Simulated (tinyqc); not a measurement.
What moves the moment: Stoner model of a band ferromagnet.

Density of states per atom and spin: semi-elliptic, D(e) = (8 M/(pi W^2)) sqrt(W^2/4 - e^2). Levels e -/+ I m/2 for up and down spin, m = n_up - n_down, n_up + n_down = nd. At zero temperature e(N) is the energy below which N states lie, and E(m) = sum over spins of integral e D de - I m^2/4.

Inputs chosen for the exercise: W = 4.5 eV (band width, e from -W/2 to W/2); M = 5 (states per atom and spin); nd = 7.24 (electrons per atom); I = 0.59 eV (Stoner parameter).

Lowest state for each case. Each row changes one parameter from the base and keeps the others.

Results:
```
case,I D(EF),m (muB),E - E(0) (meV)
base,0.779,0.000,0.0
W = 4.14 eV,0.847,0.000,0.0
I = 0.637 eV,0.841,0.000,0.0
nd = 6.94,0.794,0.000,0.0
```

The largest shifts from the base row, up to three for each result and ties (the steps differ in size, so this ranks the rows, not the parameters). I D(EF): W +0.068, I +0.062, nd +0.015. m (muB): unchanged at the printed digits by W, I and nd. E - E(0) (meV): unchanged at the printed digits by W, I and nd.

tinyqc: `OMP_NUM_THREADS=1 python tinyqc.py 1650408 1650409 out.jsonl`; about 0.2 s, one thread, shared Intel(R) Xeon(R) Processor @ 2.30GHz.
